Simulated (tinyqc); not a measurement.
# Which input was changed?

Model: electroplating on a thin resistive seed layer: kinetics, Wagner number and the terminal effect across a wafer. Computed by tinyqc, a small Python program. Command: `OMP_NUM_THREADS=1 python tinyqc.py 3120385 3120386 out.jsonl terminal which`. One thread of a shared host (Intel(R) Xeon(R) Processor @ 2.30GHz), about 0.2 s of CPU time with the checks.

Current enters the seed at the rim. The bath is treated as a local resistance per area (no lateral flow in the liquid), two electrons per ion, molar volume 7.11 cm^3/mol, Faraday constant F = e N_A, kinematic viscosity 0.01 cm^2/s, omega = 2 pi x rpm/60; k_B T/e is in volts.

Inputs (values chosen for the exercise, of the order of those for copper plating on a thin cobalt or ruthenium seed):

| quantity | value | unit |
|---|---|---|
| wafer radius R | 7.5 | cm |
| seed thickness t | 36 | nm |
| seed resistivity | 9.7 | microohm cm |
| bath conductivity kappa | 0.33 | S/cm |
| gap to the anode h | 5.4 | cm |
| extra resistance of a porous plate | 0 | ohm cm^2 |
| exchange current density i_0 | 0.025 | mA/cm^2 |
| cathodic transfer coefficient alpha | 0.61 | - |
| mean current density | 5.6 | mA/cm^2 |
| diffusivity of the metal ion | 5.5e-06 | cm^2/s |
| metal ion concentration | 0.88 | mol/L |
| rotation rate | 60 | rpm |
| temperature T | 298 | K |

Constants: e = 1.602176634e-19 C; N_A = 6.02214076e+23 1/mol; k_B = 8.617333262e-05 eV/K.

Method:
- Growth rate = i V_m/(2 F). Levich limit i_L = 0.62 x 2 F D^(2/3) omega^(1/2) nu^(-1/6) c. Tafel overpotential eta = (k_B T/(alpha e)) ln(i/i_0); kinetic resistance k_B T/(alpha e i); bath resistance h/kappa + plate; R_s = resistivity/t; Wagner number = kinetic resistance x kappa/R.
- Linearised: with R_t = kinetic + bath resistance the current density obeys (1/r)(r i')' = i R_s/R_t, so i = A I_0(r/l), l = sqrt(R_t/R_s); with x = R/l, edge/centre = I_0(x) and edge/mean = x I_0(x)/(2 I_1(x)).
- Voltage drop in the seed for a uniform current: i R_s R^2/4.
- Full model: seed potential phi(r) with (1/r)(r phi')' = R_s i, where i solves phi = R_b i + (k_B T/(alpha e)) ln(i/i_0) (phi being the driving voltage left at r); phi'(0) = 0 and phi'(R) = R_s i_mean R/2. Solved by collocation to a tolerance of 1e-7.

Problem. One of these inputs alone was changed, within the range given: seed thickness t (18 to 72); seed resistivity (4.85 to 19.4); cathodic transfer coefficient alpha (0.305 to 1.22); exchange current density i_0 (0.0125 to 0.05). Which one, and to what value?

Results:

| run | edge over centre, full model | length l (cm) | drop for uniform current (mV) |
|---|---|---|---|
| before | 3.219384 | 2.977094 | 212.1875 |
| after | 2.986234 | 3.103795 | 212.1875 |

Solution.

Each candidate set to reproduce edge over centre, full model, and what it then gives:

| candidate | range searched | value needed | length l (cm) | drop for uniform current (mV) |
|---|---|---|---|---|
| seed thickness t (nm) | 18 to 72 | 39.27 | 3.1093 | 194.52 |
| seed resistivity (microohm cm) | 4.85 to 19.4 | 8.892 | 3.1093 | 194.52 |
| cathodic transfer coefficient alpha | 0.305 to 1.22 | 0.4780 | 3.1038 | 212.19 |
| exchange current density i_0 (mA/cm^2) | 0.0125 to 0.05 | no effect | - | - |

Only cathodic transfer coefficient alpha fits every result: it went from 0.61 to 0.478. The next best candidate, seed thickness t, misses one result by 8.3 %.
